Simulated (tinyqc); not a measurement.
Competing polymorphs of an oxide film: bulk, surface, grain-boundary, dopant and field terms: one step, computed by the program tinyqc.

Phases: monoclinic m (reference), polar orthorhombic o, tetragonal t. Free energies per formula unit (f.u.); 1 J/m^2 x angstrom^3/nm = 6.241509 meV.

Task: Phase shares in a spread of grain sizes. With G = b + gamma Omega A (b the bulk free energy per formula unit, A the area per volume), two phases i, j cross at A_ij = (b_j - b_i)/(Omega (gamma_i - gamma_j)); o has a window only if A_mo < A_ot. Grain radii are log-normal by volume with median R and width sigma; the share with A above A* is that with radius below R*, R* = f_b/(A* - 2/h) (all grains if A* <= 2/h), share = (1/2) erfc[-ln(R*/R)/(sqrt 2 sigma)]. Effective permittivity of a layer of thickness h built of such grains, taken in parallel: sum of share x eps; EOT = interlayer + 3.9 h/eps.

Inputs (values chosen for the exercise, for a model oxide):

| quantity | value | unit |
|---|---|---|
| surface energy of m | 3.6 | J/m^2 |
| surface energy of o | 2.93 | J/m^2 |
| surface energy of t | 2.85 | J/m^2 |
| grain-boundary energy over surface energy | 0.62 | - |
| volume per formula unit Omega | 32.6 | angstrom^3 |
| film thickness h | 14 | nm |
| grain radius R | 12 | nm |
| temperature T | 300 | K |
| width sigma of ln R | 0.34 | - |
| interlayer thickness (SiO2) | 0.66 | nm |

Geometry: columnar grains in a film.

permittivities of m, o, t: 18  25  41

b (meV/f.u.): m 0.00, o 31.89, t 63.20

Give: volume shares; share of o; effective permittivity; equivalent oxide thickness.

Result:

volume shares: m 0.9522, o 0.0478, t 0.0000

share of o = 0.04776

effective permittivity = 18.33

equivalent oxide thickness = 3.638 nm

The spread of sizes mixes the phases: 5 % of the volume is not in the majority phase.
